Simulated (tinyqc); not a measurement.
# Heated strip on a layer stack, thermal resistances with spreading, step by step

Computed by the program tinyqc: `OMP_NUM_THREADS=1 python tinyqc.py 2520105 2520106 out.jsonl`, one thread of a shared Intel Xeon 2.30GHz, about 0.01 s for the whole run. Printed values are rounded.

A long strip of width ws dissipates Pw per length on three layers over a heat sink. Heat is taken to spread at 45 degrees, so the width of the flow grows by twice the depth: w1 = ws + 2 t1, w2 = w1 + 2 t2, w3 = w2 + 2 t3 at the bottoms of the layers. This is a rule of thumb, not a solution of the heat equation.

Parameters, values chosen for the exercise; conductivities close to those of gallium nitride (layer 1), silicon (layer 2) and solder (layer 3): heat-sink temperature T0 = 323 K; width of the heated strip ws = 0.66 um; power per length of the strip Pw = 1.4 W/mm; thickness of layer 1 t1 = 1.3 um; conductivity of layer 1 k1 = 171 W/(m K); boundary resistance between layers 1 and 2 Rb = 3.5 m^2 K/GW; thickness of layer 2 t2 = 350 um; conductivity of layer 2 at 300 K k2 = 162 W/(m K); exponent in k2(T) = k2 (300 K/T)^p p = 1.3; thickness of layer 3 t3 = 20 um; conductivity of layer 3 k3 = 58.5 W/(m K).

## Thermal resistances

Resistances times length: layer i, ln(w_i/w_(i-1))/(2 k_i) with w0 = ws; boundary, Rb/w1.

resistance times length (K mm/W): layer 1 4.67030, boundary 1.07362, layer 2 16.5864, layer 3 0.472814

The largest part, 72.7 % of the sum, is layer 2.

## Temperatures

From the sink upward: Ta = T0 + Pw R3; across layer 2 the Kirchhoff transform gives Tb^(1-p) = Ta^(1-p) + (1 - p)(300 K)^(-p) Pw R2; Tc = Tb + Pw Rboundary; Tj = Tc + Pw R1. With constant k2, Tj would be T0 + Pw times the sum of the resistances.

temperatures (K): Ta 323.662, Tb 350.669, Tc 352.172, Tj 358.710
Tj with constant k2 = 354.924 K

The rise Tj - T0 is 35.7 K, 12 % above the value for constant k2.
